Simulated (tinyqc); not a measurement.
Worked calculation: phonon-assisted absorption at an indirect gap. Values are carried at full precision from step to step, so a last printed digit may differ when a step is redone from the rounded ones.

alpha(E) = sum_j A_j [N_j (E - Eg + w_j)^2 + (N_j + 1)(E - Eg - w_j)^2], each bracket counted only where its base is positive; N_j = 1/(exp(w_j/kB T) - 1). The first term absorbs a phonon and the second emits one; excitons and direct transitions are left out.

Constants: kB = 8.617333262e-05 eV/K.

Inputs chosen for the exercise (loosely those of Si at room temperature; Eg is not tied to T; not measured data): Eg = 1.132 eV (indirect gap, held fixed unless listed); w = (59.2, 19.1) meV (two zone-edge phonons); A = (2900, 380) 1/(cm eV^2) (their strengths); T = 400 K; E = 1.411 eV (photon energy); nr = 3.63 (refractive index); d = 2.2 micrometre (thickness); xj = 0.25 micrometre (dead layer at the surface); W = 2.4 micrometre (depleted width); L = 2.7 micrometre (minority diffusion length below it).

## The four branches at one energy

Evaluate the occupations and each term.

N_j: 0.2188  1.351

terms with phonon absorption (1/cm): 72.58  45.61

terms with phonon emission (1/cm): 170.8  60.34

alpha = 349.3 1/cm
wavelength hc/E (hc = 1239.841984 eV nm) = 878.7 nm

Phonon absorption supplies 33.8 % of alpha; the depth 1/alpha is 28.6 micrometre.

## What a slab does with it

Slab of thickness d in air, incoherent passes: R = ((nr - 1)/(nr + 1))^2, x = exp(-alpha d); transmitted Tr = (1 - R)^2 x/(1 - R^2 x^2), reflected Rt = R + (1 - R)^2 R x^2/(1 - R^2 x^2), absorbed Ab = (1 - R)(1 - x)/(1 - R x).

d in cm is 1e-4 times the value in micrometres.

R = 0.3227
x = 0.9260
Tr = 0.4665
Rt = 0.4621
Ab = 0.0714

A single pass would absorb (1 - R)(1 - x) = 0.0501; the back face adds 0.0213.

## Quantum efficiency of a diode

Photodiode (Gaertner form with a dead layer): QE = (1 - R) exp(-alpha xj) [1 - exp(-alpha W)/(1 + alpha L)], R = ((nr - 1)/(nr + 1))^2; responsivity = QE/E in A/W for E in eV.

Evaluate the factors; 1 micrometre = 1e-4 cm.

passes the dead layer = 0.9913
collected share = 0.1597
QE = 0.1072
responsivity = 0.0760 A/W

Without diffusion from below the collected share would be 0.0804.

## Checks

- Tr + Rt + Ab against 1: both 1.000000.

Run: tinyqc, `OMP_NUM_THREADS=1 python tinyqc.py 1650419 1650420 out.jsonl`; Intel(R) Xeon(R) Processor @ 2.30GHz, one thread, shared host; about 0.01 s of CPU time with all checks.
